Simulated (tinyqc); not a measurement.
Worked calculation: LCCD on RHF in the 6-31g basis, for H2, spin multiplicity 1. Computed by tinyqc, a small Python program that keeps every step (integrals from PySCF). Settings: charge = 0, multiplicity = 1, basis = 6-31g, method = RHF, energy threshold = 1e-10, iteration cap = 63, orthogonalisation = symmetric, start = Wolfsberg-Helmholz matrix, DIIS depth = 6, amplitude equations = LCCD, DIIS depth for amplitudes = 0, cap on updates = 83. Command: `OMP_NUM_THREADS=1 python tinyqc.py 26011 26012 out.jsonl` (the two numbers bound the seeds that draw the settings). One thread of a shared host (Intel(R) Xeon(R) Processor @ 2.60GHz), about 0.09 s of CPU time with the checks. The early iterations of the SCF are left out here.

## One-electron integrals

Geometry (angstrom):
```
atom        x        y        z
H     0.00000  0.00000  0.00000
H     0.00000  0.00000  1.04800
```

Basis 6-31g: exponents (1/bohr^2) and contraction coefficients of normalised primitives:
```
element  l (shell)  exponent  coefficient
H            s (1)  18.73114      0.03349
H            s (1)   2.82539      0.23473
H            s (1)   0.64012      0.81376
H            s (2)   0.16128      1.00000
```

Overlap, kinetic and nuclear-attraction integrals over the contracted functions; the nuclear repulsion is the sum of Za Zb / Rab.

nuclear repulsion = 0.5049401 hartree

overlap S, order 1H 1s, 1H 2s, 2H 1s, 2H 2s:
```
[[1.00000, 0.65829, 0.22369, 0.39317],
 [0.65829, 1.00000, 0.39317, 0.72886],
 [0.22369, 0.39317, 1.00000, 0.65829],
 [0.39317, 0.72886, 0.65829, 1.00000]]
```

kinetic energy T (hartree), order 1H 1s, 1H 2s, 2H 1s, 2H 2s:
```
[[1.39568, 0.25974, 0.00663, 0.10154],
 [0.25974, 0.24192, 0.10154, 0.13915],
 [0.00663, 0.10154, 1.39568, 0.25974],
 [0.10154, 0.13915, 0.25974, 0.24192]]
```

nuclear attraction V (hartree), order 1H 1s, 1H 2s, 2H 1s, 2H 2s:
```
[[-2.15766, -1.07112, -0.42617, -0.65853],
 [-1.07112, -1.08940, -0.65853, -0.84438],
 [-0.42617, -0.65853, -2.15766, -1.07112],
 [-0.65853, -0.84438, -1.07112, -1.08940]]
```

core Hamiltonian H = T + V (hartree), order 1H 1s, 1H 2s, 2H 1s, 2H 2s:
```
[[-0.76198, -0.81138, -0.41954, -0.55699],
 [-0.81138, -0.84748, -0.55699, -0.70523],
 [-0.41954, -0.55699, -0.76198, -0.81138],
 [-0.55699, -0.70523, -0.81138, -0.84748]]
```

## Two-electron integrals

Functions are numbered as in S; the eight-fold symmetry (ij|kl) = (ji|kl) = (kl|ij) leaves the list below.

Two-electron integrals (ij|kl) in chemists' order, unique and non-zero (hartree):
```
(11|11) 1.07657   (21|11) 0.57847   (21|21) 0.32942   (22|11) 0.58740
(22|21) 0.36130   (22|22) 0.45315   (31|11) 0.17788   (31|21) 0.10416
(31|22) 0.11873   (31|31) 0.04637   (32|11) 0.22206   (32|21) 0.13888
(32|22) 0.17809   (32|31) 0.06776   (32|32) 0.11641   (33|11) 0.49802
(33|21) 0.32034   (33|22) 0.43153   (33|31) 0.17788   (33|32) 0.33543
(33|33) 1.07657   (41|11) 0.33543   (41|21) 0.19232   (41|22) 0.21322
(41|31) 0.06776   (41|32) 0.09309   (41|33) 0.22206   (41|41) 0.11641
(42|11) 0.39294   (42|21) 0.24424   (42|22) 0.31367   (42|31) 0.09383
(42|32) 0.15217   (42|33) 0.39294   (42|41) 0.15217   (42|42) 0.24073
(43|11) 0.32034   (43|21) 0.20455   (43|22) 0.27466   (43|31) 0.10416
(43|32) 0.19232   (43|33) 0.57847   (43|41) 0.13888   (43|42) 0.24424
(43|43) 0.32942   (44|11) 0.43153   (44|21) 0.27466   (44|22) 0.37331
(44|31) 0.11873   (44|32) 0.21322   (44|33) 0.58740   (44|41) 0.17809
(44|42) 0.31367   (44|43) 0.36130   (44|44) 0.45315
```

## Orthogonalisation

S = U s U^T; symmetric (Loewdin) form X = U s^(-1/2) U^T, so that X^T S X = 1.

eigenvalues of S: [0.15754, 0.39490, 0.88990, 2.55765]

X, order 1H 1s, 1H 2s, 2H 1s, 2H 2s:
```
[[1.25377, -0.49898, -0.03265, 0.02932],
 [-0.49898, 1.64426, 0.02932, -0.64878],
 [-0.03265, 0.02932, 1.25377, -0.49898],
 [0.02932, -0.64878, -0.49898, 1.64426]]
```

## Iteration 5 (converged): orbitals

converged F (hartree), order 1H 1s, 1H 2s, 2H 1s, 2H 2s:
```
[[0.10069, -0.41906, -0.39283, -0.40426],
 [-0.41906, -0.30660, -0.40426, -0.35700],
 [-0.39283, -0.40426, 0.10069, -0.41906],
 [-0.40426, -0.35700, -0.41906, -0.30660]]
```

Diagonalise F' = X^T F X, C = X C', fill 1 alpha and 1 beta electrons from the bottom; D = 2 C_occ C_occ^T. Each column has its largest component positive (the first on a tie).

F' = X^T F X (hartree):
```
[[0.60662, -0.57444, -0.24427, -0.13019],
 [-0.57444, 0.24319, -0.13019, -0.19539],
 [-0.24427, -0.13019, 0.60662, -0.57444],
 [-0.13019, -0.19539, -0.57444, 0.24319]]
```

orbital energies (hartree): [-0.51689, 0.15498, 0.92705, 1.13449]

coefficients C, order 1H 1s, 1H 2s, 2H 1s, 2H 2s:
```
[[0.28083, 0.17458, 0.88147, -0.96773],
 [0.34161, 1.16568, -0.69934, 1.18733],
 [0.28083, -0.17458, 0.88147, 0.96773],
 [0.34161, -1.16568, -0.69934, -1.18733]]
```

D after iteration 5, order 1H 1s, 1H 2s, 2H 1s, 2H 2s:
```
[[0.15773, 0.19187, 0.15773, 0.19187],
 [0.19187, 0.23339, 0.19187, 0.23339],
 [0.15773, 0.19187, 0.15773, 0.19187],
 [0.19187, 0.23339, 0.19187, 0.23339]]
```

## Convergence

Stop when the energy changes by less than 1e-10 hartree and every element of the error matrix X^T (F D S - S D F) X is below 3e-06.

Course of the cycle:
```
iteration  E (hartree)     change  largest element of the error matrix
1           -1.0752131          -                             8.02e-02
2           -1.0855483  -1.03e-02                             1.24e-02
3           -1.0858010  -2.53e-04                             7.50e-06
4           -1.0858010  -7.66e-11                             3.08e-06
5           -1.0858010  -9.42e-12                             1.94e-06
```

PySCF RHF in the same basis = -1.0858010 hartree

Converged in 5 iterations.

## Integrals over molecular orbitals

(pq|rs) = sum C_ip C_jq C_kr C_ls (ij|kl), one index at a time.

one-electron integrals over orbitals h = C^T H C (hartree):
```
[[-1.07385, 0.00000, -0.12966, 0.00000],
 [0.00000, -0.61454, 0.00000, 0.19043],
 [-0.12966, 0.00000, 0.01928, 0.00000],
 [0.00000, 0.19043, 0.00000, 0.12674]]
```

Two-electron integrals over orbitals (pq|rs), unique and non-zero (hartree):
```
(11|11) 0.55695    (21|21) 0.11094    (22|11) 0.44023    (22|22) 0.40279
(31|11) 0.12966    (31|22) 0.07010    (31|31) 0.09191    (32|21) 0.01447
(32|32) 0.03877    (33|11) 0.49984    (33|22) 0.40496    (33|31) 0.11809
(33|33) 0.47408    (41|21) -0.08006   (41|32) -0.05164   (41|41) 0.10676
(42|11) -0.13525   (42|22) -0.07426   (42|31) -0.08101   (42|33) -0.12038
(42|42) 0.08327    (43|21) -0.12382   (43|32) -0.04270   (43|41) 0.12432
(43|43) 0.17791    (44|11) 0.55726    (44|22) 0.44772    (44|31) 0.16565
(44|33) 0.52783    (44|42) -0.16047   (44|44) 0.61628
```

## LCCD: starting amplitudes

t_ij^ab = <ij||ab> / (e_i + e_j - e_a - e_b), whose energy is MP2.

Starting amplitudes (spin orbitals 1a, 1b, ...; amplitudes related by a flip of all spins are not repeated):
```
from      to         t
1a 1b  2a 2b  -0.08256
1a 1b  2a 4b   0.03446
1a 1b  4a 4b  -0.03232
1a 1b  3a 3b  -0.03183
```

correlation energy = -0.0210535 hartree

## LCCD: amplitude update 1

t_ij^ab D_ij^ab are set to the remaining terms of the spin-orbital equations, evaluated with the old amplitudes; for the doubles these are <ij||ab> + 1/2 <ab||ef> t_ij^ef + 1/2 <mn||ij> t_mn^ab + P(ij)P(ab) <mb||ej> t_im^ae, D the orbital-energy denominators (linear CCD).

Amplitudes after update 1 (spin orbitals 1a, 1b, ...; amplitudes related by a flip of all spins are not repeated):
```
from      to         t
1a 1b  2a 2b  -0.12119
1a 1b  2a 4b   0.04865
1a 1b  4a 4b  -0.03740
1a 1b  3a 3b  -0.03635
```

correlation energy = -0.0285681 hartree

## LCCD: amplitude update 2

As before.

Amplitudes after update 2 (spin orbitals 1a, 1b, ...; amplitudes related by a flip of all spins are not repeated):
```
from      to         t
1a 1b  2a 2b  -0.13985
1a 1b  2a 4b   0.05477
1a 1b  4a 4b  -0.03773
1a 1b  3a 3b  -0.03633
```

correlation energy = -0.0316524 hartree

## LCCD: amplitude update 3

As before.

Amplitudes after update 3 (spin orbitals 1a, 1b, ...; amplitudes related by a flip of all spins are not repeated):
```
from      to         t
1a 1b  2a 2b  -0.14893
1a 1b  2a 4b   0.05752
1a 1b  4a 4b  -0.03746
1a 1b  3a 3b  -0.03588
```

correlation energy = -0.0330299 hartree

## LCCD: convergence

E_corr = 1/4 sum <ij||ab> t_ij^ab; stop when the norm of the change is below 1e-8.

Course of the amplitude iterations:
```
update  correlation energy (hartree)  norm of the change
0                         -0.0210535                   -
1                         -0.0285681            8.81e-02
2                         -0.0316524            4.11e-02
3                         -0.0330299            1.98e-02
4                         -0.0336724            9.58e-03
5                         -0.0339783            4.64e-03
6                         -0.0341253            2.25e-03
7                         -0.0341962            1.09e-03
8                         -0.0342305            5.29e-04
9                         -0.0342471            2.56e-04
10                        -0.0342551            1.24e-04
11                        -0.0342590            6.01e-05
12                        -0.0342609            2.91e-05
13                        -0.0342618            1.41e-05
14                        -0.0342623            6.83e-06
15                        -0.0342625            3.31e-06
16                        -0.0342626            1.60e-06
17                        -0.0342626            7.76e-07
18                        -0.0342627            3.76e-07
19                        -0.0342627            1.82e-07
20                        -0.0342627            8.81e-08
21                        -0.0342627            4.27e-08
22                        -0.0342627            2.07e-08
23                        -0.0342627            1.00e-08
24                        -0.0342627            4.85e-09
```

Converged amplitudes (spin orbitals 1a, 1b, ...; amplitudes related by a flip of all spins are not repeated):
```
from      to         t
1a 1b  2a 2b  -0.15753
1a 1b  2a 4b   0.05996
1a 1b  4a 4b  -0.03697
1a 1b  3a 3b  -0.03523
```

LCCD total energy = -1.1200637 hartree

Converged in 24 updates.
